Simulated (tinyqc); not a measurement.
Kinetic Monte Carlo and master equation for a particle on a ring of sites with traps and bias: one step, computed by the program tinyqc.

8 sites on a ring, numbered 1 to 8. The saddle between i and i+1 lies at E0 + s b_i and site i at s eps_i; a force F tilts the landscape, with the saddle half-way.

Question. Rate table. Rates: k(i to i+1) = nu exp(-(E0 + s b_i - s eps_i - F a/2)/(k_B T)), k(i to i-1) = nu exp(-(E0 + s b_(i-1) - s eps_i + F a/2)/(k_B T)). Share right = k right/(k right + k left); mean stay = 1/(k right + k left).

Inputs (values chosen for the exercise, for a model defect):
```
quantity,value,unit
reference barrier E0,0.65,eV
scale factor s of the disorder,1,-
attempt frequency nu,1.7,THz
temperature T,640,K
site spacing a,3.7,angstrom
force F along the ring,0.0018,eV/angstrom
```

Disorder: random barriers.

site energies eps_i (eV): [0, 0, 0, 0, 0, 0, 0, 0]

saddle shifts b_i between sites i and i+1 (eV): [0.022, 0.0095, -0.054, -0.031, -0.082, 0.024, 0.024, 0.037]

Constants: k_B = 8.617333262e-05 eV/K.

Give: Rates, shares of right hops and mean stays.

Answer.

Rates, shares of right hops and mean stays:
```
site,k right (1/s),k left (1/s),share right,mean stay (s)
1,9.224e+06,6.228e+06,0.5969,6.472e-08
2,1.157e+07,8.174e+06,0.5860,5.065e-08
3,3.659e+07,1.025e+07,0.7811,2.135e-08
4,2.411e+07,3.243e+07,0.4265,1.769e-08
5,6.080e+07,2.137e+07,0.7399,1.217e-08
6,8.895e+06,5.388e+07,0.1417,1.593e-08
7,8.895e+06,7.883e+06,0.5302,5.960e-08
8,7.027e+06,7.883e+06,0.4713,6.707e-08
```

The particle stays longest on site 8, 5.5 times as long as on the quickest site.
